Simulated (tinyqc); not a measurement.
## Doping and flat-band voltage from two insulator thicknesses

Problem. A junctionless wire is fully depleted at VT = Vfb - q Nd R^2/(4 eps0 eps_r) - q Nd R^2 ln(1 + tox/R)/(2 eps0 eox). Find Nd and Vfb.

Inputs (values chosen for the exercise); material values close to those of silicon:
```
symbol  value  unit                                      meaning
eps_r    11.8         relative permittivity of the semiconductor
eox         9        relative permittivity of the gate insulator
R           8    nm                                  wire radius
```

Constants: q = 1.602176634e-19 C, eps0 = 8.8541878128e-14 F/cm where lengths are in cm. Results are converted to the units shown.

VT at tox = 6.1 and 13 nm (V): 0.14840905  0.0048867443

Answer. The difference of the thresholds is proportional to Nd and holds no Vfb.

Nd = 5.60e18 cm^-3
Vfb = 0.490 V

Numbers from tinyqc (`OMP_NUM_THREADS=1 python tinyqc.py 2460034 2460035 out.jsonl`; about 0.01 s on one thread of a shared Intel Xeon 2.30GHz).
